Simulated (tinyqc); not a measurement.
Carrier lifetime of an n-type layer with SRH, radiative, Auger and surface recombination: one step of the calculation.

Uniform excess density dn = dp (no trapping), n = n0 + dn, p = p0 + dn, Boltzmann statistics, full ionisation. Surfaces enter as a rate 2 S dn/d, which holds while diffusion to them is fast.

Task. Equilibrium densities and SRH constants. ni = sqrt(Nc Nv) exp(-Eg/(2 Vt)), Eg in volts; majority density N/2 + sqrt(N^2/4 + ni^2), n0 p0 = ni^2; n1 = Nc exp(-Et/Vt), p1 = Nv exp((Et - Eg)/Vt); tn0 = 1/(sn vth Nt), tp0 = 1/(sp vth Nt).

Inputs (values chosen for the exercise); band and dielectric values close to those of germanium: temperature T = 350 K; band gap Eg = 0.654 eV; conduction-band density of states at T Nc = 1.32e19 cm^-3; valence-band density of states at T Nv = 7.49e18 cm^-3; donor density N = 5.7e17 cm^-3; trap density Nt = 2e12 cm^-3; capture cross-section for electrons sn = 3e-15 cm^2; capture cross-section for holes sp = 7e-16 cm^2; thermal velocity (both carriers) vth = 1.6e7 cm/s; trap level below the conduction band Et = 0.53 eV.

Constants: q = 1.602176634e-19 C, kB = 1.380649e-23 J/K, Vt = kB T/q. Results are converted to the units shown.

Give: ni; n0; p0; n1; p1; tn0; tp0.

Result.

ni = 1.945e14 cm^-3
n0 = 5.700e17 cm^-3
p0 = 6.637e10 cm^-3
n1 = 3.083e11 cm^-3
p1 = 1.227e17 cm^-3
tn0 = 1.042e-5 s
tp0 = 4.464e-5 s

Numbers from tinyqc (`OMP_NUM_THREADS=1 python tinyqc.py 2300071 2300072 out.jsonl`; about 0.01 s on one thread of a shared Intel Xeon 2.30GHz).
